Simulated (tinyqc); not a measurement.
What moves the results: sp3s* tight binding. A value that a table varies takes the place of the one given here.

sp3s* tight binding, nearest neighbours only: anion (a) at 0, cation (c) at a/4 (1,1,1), orbitals s, px, py, pz, s* on each; k in units of 2 pi/a. With phases e_j = exp(i (pi/2) k.n_j) for n = (1,1,1), (1,-1,-1), (-1,1,-1), (-1,-1,1): g0 = (e1+e2+e3+e4)/4, g1 = (e1+e2-e3-e4)/4, g2 = (e1-e2+e3-e4)/4, g3 = (e1-e2-e3+e4)/4. The diagonal holds the levels Esa, Epa, Exa (s*) and Esc, Epc, Exc. Anion-cation block: <sa|sc> = Vss g0; <sa|xc> = Vsapc g1; <xa|sc> = -Vscpa g1; <xa|xc> = Vxx g0; <xa|yc> = <ya|xc> = Vxy g3, <xa|zc> = <za|xc> = Vxy g2, <ya|zc> = <za|yc> = Vxy g1; <s*a|xc> = Vxapc g1; <xa|s*c> = -Vpaxc g1; y and z take g2 and g3 in place of g1; s-s* and s*-s* vanish.

Values chosen for the exercise (near a published set for AlAs, fitted to gaps, whose masses and valley positions are rough; not measured data):

| symbol | value | unit | meaning |
|---|---|---|---|
| Esa | -7.526 | eV | s level of the anion |
| Epa | 0.991 | eV | p level of the anion |
| Esc | -1.165 | eV | s level of the cation |
| Epc | 3.592 | eV | p level of the cation |
| Exa | 7.463 | eV | s* level of the anion |
| Exc | 6.75 | eV | s* level of the cation |
| Vss | -6.698 | eV | s-s |
| Vxx | 1.891 | eV | px-px |
| Vxy | 4.263 | eV | px-py |
| Vsapc | 5.087 | eV | s anion, p cation |
| Vscpa | 5.492 | eV | s cation, p anion |
| Vxapc | 4.496 | eV | s* anion, p cation |
| Vpaxc | 5.023 | eV | p anion, s* cation |
| eta | 3 |  | scaling exponent |
| D001 | 0.85 |  | ratio -ezz/exx |

## What the s* orbital does

The s* couplings Vxapc and Vpaxc are scaled by f; f = 0 is the plain sp3 model. Gaps from the top of the valence band at Gamma; the Delta value is the minimum on (x,0,0), 0.5 <= x <= 1.

Gaps (eV):

| f | Gamma | Delta | L | x of the minimum |
|---|---|---|---|---|
| 0.00 | 3.0728 | 4.7195 | 4.0606 | 0.500 |
| 0.25 | 3.0728 | 4.5422 | 3.9156 | 0.500 |
| 0.50 | 3.0728 | 4.0652 | 3.5664 | 0.669 |
| 0.75 | 3.0728 | 3.1985 | 3.1402 | 0.792 |
| 0.90 | 3.0728 | 2.6473 | 2.8755 | 0.821 |
| 1.00 | 3.0728 | 2.2745 | 2.6962 | 0.837 |
| 1.10 | 3.0728 | 1.8995 | 2.5085 | 0.852 |

The gap at Gamma stays, since g1 to g3 vanish there. From f = 0 to 1 the s* levels lower the Delta value by 2.445 eV and L by 1.364 eV. For f = 0 and 0.25 the least value lies at x = 0.5, the end of the range: any valley further out lies above that value until s* has lowered it enough. The lowest of the three is Gamma at f = 0 and the Delta line at f = 1.

## Hydrostatic strain (sp3s* tight binding, strained)

Strain e moves each bond vector to d = (1 + e) d0 (no internal displacement for the diagonal strains used here) and k is given in fractions of the strained reciprocal cell, so the phases stay. Two-centre values Vss_sigma = Vss/4, Vsp_sigma = sqrt3 V/4 for each s-p and s*-p pair, Vpp_sigma = (Vxx + 2 Vxy)/4, Vpp_pi = (Vxx - Vxy)/4 are scaled by (d0/d)^eta and combined with the new direction cosines; the levels on the diagonal stay.

exx = eyy = ezz = e. Gaps as measured from the top of the valence band; the deformation potentials are (gap(0.01) - gap(-0.01))/0.06.

Gaps (eV):

| e | Gamma | Delta | L | x of the minimum |
|---|---|---|---|---|
| -0.03 | 3.8077 | 2.2959 | 3.0216 | 0.820 |
| -0.02 | 3.5512 | 2.2883 | 2.9150 | 0.826 |
| -0.01 | 3.3064 | 2.2812 | 2.8056 | 0.832 |
| 0.00 | 3.0728 | 2.2745 | 2.6962 | 0.837 |
| 0.01 | 2.8497 | 2.2681 | 2.5884 | 0.841 |
| 0.02 | 2.6368 | 2.2616 | 2.4832 | 0.843 |
| 0.03 | 2.4334 | 2.2544 | 2.3812 | 0.845 |

gap deformation potentials (eV): Gamma -7.612, Delta -0.218, L -3.620

Per unit of volume strain the gaps move by -7.61 (Gamma), -0.22 (Delta) and -3.62 eV (L). The lowest valley stays the Delta line over the range. These potentials follow from the one exponent eta, which fitted models replace by one for each integral; with it the sizes are rough, the sign for Delta can be wrong (in Si, Ge and the III-V crystals measured values are small and positive), and the pressures at which valleys cross, and which valley takes over, are rough too. A gap of zero, where one is listed, marks an s level that has sunk below the valence top.

## Biaxial strain splits the top of the valence band (sp3s* tight binding, strained)

No spin-orbit coupling; k = 0; exx = eyy = e, ezz = -D001 e. The four bonds keep equal lengths, and the sums over them give Vxx(e) for px and py and Vzz(e) for pz; each level is the lower root of [[Epa, V], [V, Epc]], and the s level the upper root of the s block. The shear potential b follows from E(x,y) - E(z) = 3 b (exx - ezz), taken as the slope between e = -0.005 and 0.005.

Couplings and levels at Gamma (eV):

| e | ezz | Vxx(e) | Vzz(e) | E(x,y) | E(z) | E(x,y) - E(z) (meV) | upper s level |
|---|---|---|---|---|---|---|---|
| -0.020 | 0.0170 | 1.8252 | 2.1523 | 0.0503 | -0.2232 | 273.6 | 3.2080 |
| -0.010 | 0.0085 | 1.8591 | 2.0198 | 0.0226 | -0.1108 | 133.4 | 3.1388 |
| -0.005 | 0.0043 | 1.8753 | 1.9549 | 0.0094 | -0.0565 | 65.8 | 3.1040 |
| 0.005 | -0.0043 | 1.9062 | 1.8280 | -0.0160 | 0.0481 | -64.1 | 3.0345 |
| 0.010 | -0.0085 | 1.9208 | 1.7660 | -0.0282 | 0.0983 | -126.5 | 2.9996 |
| 0.020 | -0.0170 | 1.9486 | 1.6448 | -0.0512 | 0.1947 | -246.0 | 2.9299 |

b = -2.342 eV

Under tension in the plane (e > 0) the bonds tilt towards the plane, Vxx grows to 1.9208 and Vzz falls to 1.7660 eV at e = 0.01, and the pz state forms the top of the valence band, by 126.5 meV; under compression (e = -0.01) the px, py pair does, by 133.4 meV. The slope gives b = -2.34 eV, a rough value, since on-site strain terms are left out (measured values lie near -2 eV).

## What each parameter does

Gaps from the top of the valence band at Gamma; Delta is the minimum on (x,0,0), 0.5 <= x <= 1. Each row changes one parameter from the base and keeps the others.

Results:

| case | Ev (eV) | gap Gamma (eV) | gap Delta (eV) | gap L (eV) |
|---|---|---|---|---|
| base | -0.0035 | 3.0728 | 2.2745 | 2.6962 |
| Epc = 3.892 eV | 0.0583 | 3.0110 | 2.3307 | 2.6941 |
| Exa = 7.163 eV | -0.0035 | 3.0728 | 2.1797 | 2.6471 |
| Vpaxc = 5.223 eV | -0.0035 | 3.0728 | 2.2423 | 2.6777 |
| Vxx = 1.691 eV | 0.1582 | 2.9110 | 2.0942 | 2.5145 |
| Esc = -1.465 eV | -0.0035 | 2.8597 | 2.2501 | 2.5799 |
| Exc = 7.05 eV | -0.0035 | 3.0728 | 2.2933 | 2.7098 |

The largest shifts from the base row, up to three for each result and ties (the steps differ in size, so this ranks the rows, not the parameters). Ev (eV): Vxx +0.1618, Epc +0.0618; unchanged at the printed digits by Exa, Vpaxc, Esc and Exc. gap Gamma (eV): Esc -0.2131, Vxx -0.1618, Epc -0.0618; unchanged at the printed digits by Exa, Vpaxc and Exc. gap Delta (eV): Vxx -0.1803, Exa -0.0948, Epc +0.0562. gap L (eV): Vxx -0.1817, Esc -0.1163, Exa -0.0491. Exa, Vpaxc and Exc cannot move Ev or the gap at Gamma, whose blocks do not hold them; s parameters never move Ev, and move the gap only where the lowest empty level at Gamma is s-like.

Computed by tinyqc, a small Python program: `OMP_NUM_THREADS=1 python tinyqc.py 1481319 1481320 out.jsonl` (the numbers bound the seed that draws the inputs); one thread of a shared host (Intel(R) Xeon(R) Processor @ 2.30GHz), about 0.07 s for the whole set of steps.
